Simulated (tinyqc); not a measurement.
Energy and lattice constant: complex band structure along [001] in sp3s* tight binding.

For k = (0, 0, kz) the phase sums are g0 = cos(phi) and g3 = i sin(phi), phi = kz a/4, and the s, pz, s* orbitals of anion (a) and cation (c) decouple from px, py. With z = exp(i phi), H(z) = H0 + z T + T^T/z for any complex z. H0 is diagonal (Esa, Epa, Exa, Esc, Epc, Exc). The anion-cation block is B(z) = z U + W/z and the cation-anion block z W^T + U^T/z, where U has Vss/2 (s,s), Vsapc/2 (s,z), -Vscpa/2 (z,s), Vxx/2 (z,z), Vxapc/2 (s*,z), -Vpaxc/2 (z,s*), and W has the same values with the s-z and s*-z signs reversed. |z| = 1 is a band state, |z| < 1 decays along [001] as exp(-kappa d) over a distance d, kappa = -(4/a) ln|z|. No spin-orbit coupling.

Parameters, chosen for this exercise (out of a larger set: near a published set for GaP, fitted to gaps, whose masses and valley positions are rough (light masses up to twice too heavy); not measured data):
```
symbol  value                                                                                         unit      meaning
p       (-8.073, 1.12, -2.221, 4.15, 8.591, 7.252, -7.498, 2.173, 5.187, 4.253, 6.387, 4.631, 5.088)  eV        order Esa, Epa, Esc, Epc, Exa, Exc, Vss, Vxx, Vxy, Vsapc, Vscpa, Vxapc, Vpaxc
a       5.456                                                                                         angstrom  lattice constant
dE      0.38                                                                                          eV        E - Ev
```

The slowest root of the s-pz block and the heavy-hole branch, sinh^2(kappa a/4) = ((E - Epa)(E - Epc) - Vxx^2)/(Vxx^2 - Vxy^2), at E = Ev + dE with Ev the lower root of [[Epa, Vxx], [Vxx, Epc]]; the couplings are kept when a changes.

Results for these values:
```
case,slowest kappa (1/angstrom),heavy-hole kappa (1/angstrom)
base,0.1155,0.2099
```

What happens to each result for dE = 0.41 eV, all else kept?

Answer: slowest kappa rises from 0.1155 to 0.1194; heavy-hole kappa rises from 0.2099 to 0.2172.

The same for each parameter in turn:
```
case,slowest kappa (1/angstrom),heavy-hole kappa (1/angstrom)
base,0.1155,0.2099
dE = 0.41 eV,0.1194,0.2172
a = 5.62 angstrom,0.1121,0.2038
```

With the couplings fixed, kappa a stays, so kappa scales as 1/a.

tinyqc: `OMP_NUM_THREADS=1 python tinyqc.py 1480775 1480776 out.jsonl`; about 0.02 s, one thread, shared Intel(R) Xeon(R) Processor @ 2.30GHz.
